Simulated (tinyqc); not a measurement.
# On-chip interconnect, size-dependent resistivity and RC delay, step by step

Program tinyqc, `OMP_NUM_THREADS=1 python tinyqc.py 2100009 2100010 out.jsonl`; Intel Xeon 2.30GHz, shared host, one thread, about 0.01 s. Printed values are rounded.

A rectangular line between two neighbours and two ground planes. Surface and grain-boundary scattering are added to the bulk resistivity as corrections; capacitances are parallel-plate values without fringing; inductance is ignored.

Parameters, values chosen for the exercise; metal values close to those of tungsten:
- rho0 = 5.34 uohm cm (bulk resistivity)
- lam = 15.9 nm (bulk mean free path)
- ps = 0 (specular share of surface scattering)
- Rg = 0.55 (reflection coefficient of grain boundaries)
- gr = 2 (grain size over the metal width)
- wd = 29 nm (drawn line width)
- AR = 1.7 (aspect ratio, height over width)
- tl = 1.1 nm (liner on both walls and the bottom, not conducting)
- sp = 44 nm (space to the neighbouring lines)
- hd = 56 nm (dielectric height to the planes above and below)
- ek = 2.2 (relative permittivity of the dielectric)
- Mf = 2 (Miller factor of the neighbours)
- Lw = 47 um (line length)
- Rd = 1900 ohm (driver resistance)
- Cl = 1.8 fF (load capacitance)
- dt = 5.7 ps (time step)

Constants: eps0 = 8.8541878128e-12 F/m. Results are converted to the units shown.

## Resistivity, resistance and capacitance per length

Metal width x = wd - 2 tl, height y = AR wd - tl; grain boundaries (Mayadas-Shatzkes): al = (lam/(gr x)) Rg/(1 - Rg), g = 1/[1 - 3 al/2 + 3 al^2 - 3 al^3 ln(1 + 1/al)] - 1; surfaces (Fuchs-Sondheimer, thick limit): s = (3/8) lam (1 - ps)(1/x + 1/y); rho = rho0 (1 + g + s); r = rho/(x y); c = eps0 ek (2 wd/hd + 2 Mf AR wd/sp).

x = 26.8 nm
y = 48.2 nm
al = 0.362562
g = 0.512359
s = 0.346185
rho = 9.92462 uohm cm
r = 76.8302 ohm/um
c = 0.107477 fF/um

rho is 1.86 times the bulk value; grain boundaries add more (0.512 against 0.346). The liner takes 9.65 % of the cross-section.

## Ladder and Elmore delays

7 equal pi sections: series Rs = r Lw/7; node capacitances c Lw/7, halved at nodes 0 and 7, with Cl added to node 7; Rd feeds node 0. Elmore delay of node k: the sum, over the resistors on the path to k, of resistance times all capacitance downstream of it.

Rs = 515.860 ohm

```
node    C (fF)  Elmore delay (ps)
0     0.360816            13.0177
1     0.721633            16.3660
2     0.721633            19.3419
3     0.721633            21.9457
4     0.721633            24.1771
5     0.721633            26.0363
6     0.721633            27.5233
7      2.16082            28.6380
```

The far-end value equals Rd (c Lw + Cl) + r Lw (c Lw/2 + Cl) for any number of pi sections; the line resistance contributes 54.5 % of it.

## Step 1: node voltages after a time step

v at t = 0, node 0 to 7 (V): 0  0  0  0  0  0  0  0

A 1 V step is applied behind Rd at t = 0. C dv/dt = -G v + b, with G the conductance matrix of the ladder (1/Rs between neighbours, 1/Rd added at node 0) and b = (1 V/Rd, 0, ...). Trapezoidal step: (C/dt + G/2) v(new) = (C/dt - G/2) v + b.

v at t = 1 dt, node 0 to 7 (V): 0.850469  0.593909  0.414924  0.290135  0.203243  0.142899  0.101220  0.072762

## Step 2: node voltages after a time step

As before.

v at t = 2 dt, node 0 to 7 (V): 0.509253  0.569690  0.549388  0.492453  0.424048  0.357937  0.301248  0.257466

## Course in time

A 1 V step is applied behind Rd at t = 0. C dv/dt = -G v + b, with G the conductance matrix of the ladder (1/Rs between neighbours, 1/Rd added at node 0) and b = (1 V/Rd, 0, ...). Trapezoidal step: (C/dt + G/2) v(new) = (C/dt - G/2) v + b. The last column solves the same ladder exactly by its modes.

Voltages (V):
```
t (ps)  node 0  node 3  node 7  node 7, exact
5.700    0.850  0.2901  0.0728         0.0910
11.40    0.509  0.4925  0.2575         0.2658
17.10    0.894  0.5402  0.4224         0.4144
22.80    0.680  0.6752  0.5319         0.5335
28.50    0.946  0.7129  0.6319         0.6284
34.20    0.783  0.7911  0.7052         0.7041
39.90    0.980  0.8208  0.7659         0.7643
45.60    0.849  0.8656  0.8140         0.8122
51.30    1.000  0.8883  0.8514         0.8505
57.00    0.892  0.9134  0.8824         0.8809
62.70    1.011  0.9306  0.9058         0.9051
68.40    0.921  0.9440  0.9256         0.9244
```

The far end of the ladder reaches 0.5 V at 21.06 ps, 0.735 of its Elmore delay (ln 2 = 0.693 for a single pole); the slowest mode has a time constant of 25.05 ps. The largest error of the trapezoidal steps at that node is 18 mV. Node 0 swings up and down from step to step: the trapezoidal rule does not damp modes much faster than dt, so these swings are numerical.
